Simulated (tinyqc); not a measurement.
Equilibrium and kinetic segregation of a solute to boundaries and growing surfaces: one step, computed by the program tinyqc. Command: `OMP_NUM_THREADS=1 python tinyqc.py 3027912 3027913 out.jsonl segreg walk`. One thread of a shared host (Intel(R) Xeon(R) Processor @ 2.30GHz), about 0.01 s of CPU time with the checks.

Problem. Boundary energy. Gibbs adsorption for this isotherm in a dilute matrix: gamma = gamma_0 + Gam_0 [k_B T ln(1 - theta) + z w theta^2/2], Gam_0 = delta/Omega sites per area.

Inputs (values chosen for the exercise, modelled on arsenic in polycrystalline silicon):

| quantity | value | unit |
|---|---|---|
| interaction z w (positive attracts) | 0.16 | eV |
| temperature T | 1150 | K |
| boundary thickness delta | 0.52 | nm |
| atomic volume Omega | 20.02 | angstrom^3 |
| clean boundary energy gamma_0 | 0.58 | J/m^2 |

Isotherm: Fowler-Guggenheim.

coverage theta = 0.07522565

Constants: 1 eV/angstrom^2 = 16.02176634 J/m^2; k_B = 8.617333262e-05 eV/K.

Give: Gam_0; boundary energy gamma.

Solution.

Gam_0 = 25.974 1/nm^2

boundary energy gamma = 0.54963 J/m^2

Segregation lowers gamma by 5.2 %, and the driving force of grain growth with it.
